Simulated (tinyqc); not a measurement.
Ion-assisted plasma etching: sheath, surface coverage, synergy and aspect-ratio dependence: one step, computed by the program tinyqc.

Radicals adsorb on bare sites; ions remove covered sites with a high yield and bare sites by sputtering; a slow spontaneous reaction acts everywhere, walls included.

Question. Open-field etch rate. Steady coverage: s G_n (1 - theta) = x Y G_i theta; removal flux = Y G_i theta + Y_p G_i (1 - theta) + k_c G_n; rate = flux/N, 1 cm/s = 6e8 nm/min. Lateral rate = k_c G_n/N; anisotropy = 1 - lateral/vertical; synergy = vertical/(ions alone + radicals alone), with ions alone Y_p G_i/N and radicals alone the lateral rate.

Inputs (values chosen for the exercise, close to those used for silicon dioxide in a fluorocarbon plasma): gas temperature T_g = 400 K; sticking coefficient s = 0.11; radicals per removed unit x = 2; spontaneous reaction probability k_c = 1.1e-05; solid density N = 2.2e+22 1/cm^3.

Feature: round hole.

yield Y = 1.779111

sputter yield Y_p = 0.07377817

ion flux G_i = 2.542124e+16 1/(cm^2 s)

radical flux G_n = 3.171275e+17 1/(cm^2 s)

Give: coverage theta; vertical rate; lateral rate; anisotropy; synergy.

Answer.

coverage theta = 0.2783

vertical rate = 380.3 nm/min

lateral rate = 0.09514 nm/min

anisotropy = 0.9997

synergy = 7.421

Ions and radicals both limit the rate.
